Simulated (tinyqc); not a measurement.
## Trap density from one capacitance

Problem. Traps spread evenly through the insulator exchange electrons with the semiconductor by tunnelling, with tau(x) = t0 exp(2 ka x) at depth x from the interface. The admittance per area Y seen at depth x obeys dY/dx = -Y^2/(i w eps0 eox) + q Nb ln(1 + i w tau)/tau, with Y(0) = i w Cs and w = 2 pi f; the gate sees Y(tox) = G + i w C. Working variable y = Y/(i w), in uF/cm^2. Cox = eps0 eox/tox. Find Nb and G/w.

Values chosen for this exercise:
```
symbol,value,unit,meaning
eox,19.9,,relative permittivity of the insulator
tox,8.7,nm,insulator thickness
Cs,6.6,uF/cm^2,semiconductor capacitance in accumulation
ka,5,1/nm,decay constant of the wave function in the insulator
t0,2e-9,s,time constant of a trap at the interface
f,100,Hz,frequency
```

Constants: q = 1.602176634e-19 C, eps0 = 8.8541878128e-14 F/cm where lengths are in cm. Results are converted to the units shown.

C = 1.5784354 uF/cm^2

Solution. C rises steadily with Nb, so one density matches; in practice ka and t0 must come from the frequency dependence.

Nb = 1.40e19 cm^-3 eV^-1
G/w = 0.00436 uF/cm^2

Program tinyqc, `OMP_NUM_THREADS=1 python tinyqc.py 2202241 2202242 out.jsonl`; Intel Xeon 2.30GHz, shared host, one thread, about 0.5 s.
